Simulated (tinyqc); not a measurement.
Three programmes: liquidus of a compound AB in a simple-solution melt, liquid-phase epitaxy and vapour pressures. Computed by tinyqc, a small Python program. Command: `OMP_NUM_THREADS=1 python tinyqc.py 3008188 3008189 out.jsonl liq35 walk`. One thread of a shared host (Intel(R) Xeon(R) Processor @ 2.30GHz), about 0.04 s of CPU time with the checks.

x is the atom fraction of B in the melt. The melt is a simple solution: R T ln gamma_B = W (1 - x)^2, R T ln gamma_A = W x^2, W = a + b T. The solid AB is stoichiometric.

Inputs (values chosen for the exercise, for a model compound):
```
quantity                        value       unit
melting point T_F               976.5          K
entropy of fusion S_F            59.8  J/(mol K)
interaction a                    23.4     kJ/mol
interaction slope b             -29.3  J/(mol K)
saturation temperature T          729          K
step dT                           7.2          K
cooling rate c                   0.49      K/min
diffusivity in the melt D     4.1e-05     cm^2/s
molar volume of the melt V_L     12.1   cm^3/mol
lattice constant a0             6.096   angstrom
melt depth w                      3.7         mm
```

Constants: R = 8.314462618 J/(mol K); N_A = 6.02214076e+23 1/mol; k_B = 8.617333262e-05 eV/K.

Method:
- Liquidus (Vieland): f(x) = R T ln[4 x (1 - x)] + 2 W (1/2 - x)^2 + S_F (T_F - T) = 0.
- Newton steps with f' = (1 - 2x)[R T/(x (1 - x)) - 2 W], from the dilute estimate x = (1/4) exp[-(S_F (T_F - T) + W/2)/(R T)]; stop below 1e-13; f under 1e-6 shown as 0.
- dx/dT = -(df/dT)/f', df/dT = R ln[4 x (1 - x)] + 2 b (1/2 - x)^2 - S_F, f' = (1 - 2x)[R T/(x (1 - x)) - 2 W]. Concentrations: C_L = x N_A/V_L in the melt, C_S = 4/a0^3 in the solid; m = dT/dC_L.
- Semi-infinite melt (Hsieh): step d = 2 dT sqrt(D t/pi)/(C_S m); ramp d = (4/3) c sqrt(D/pi) t^(3/2)/(C_S m); supercooling is their sum. A melt of depth w can give at most w (undercooling)/(C_S m).

C_S = 1.76573e+22 1/cm^3

slope m = 6.54601e-20 K cm^3

dx/dT = 3.06943e-04 1/K

solubility x = 0.0189729

Thickness (micrometre):
```
t (min)    step        ramp  supercooling  sqrt(D t) (mm)
0.2       1.559  1.4147e-02         1.573          0.2218
0.5       2.465  5.5922e-02         2.521          0.3507
1.0       3.486  1.5817e-01         3.644          0.4960
2.0       4.930  4.4737e-01         5.378          0.7014
5.0       7.795  1.7684e+00         9.564          1.1091
10.0     11.024  5.0018e+00        16.026          1.5684
20.0     15.591  1.4147e+01        29.738          2.2181
```

What follows from these numbers?

Step cooling goes as t^(1/2), ramp cooling as t^(3/2); they are equal at t = 3 dT/(2 c) = 22.0 min. The local exponent of their sum runs from 0.51 to 0.89. Rows with sqrt(D t) above about half the depth of 3.7 mm are overestimates.
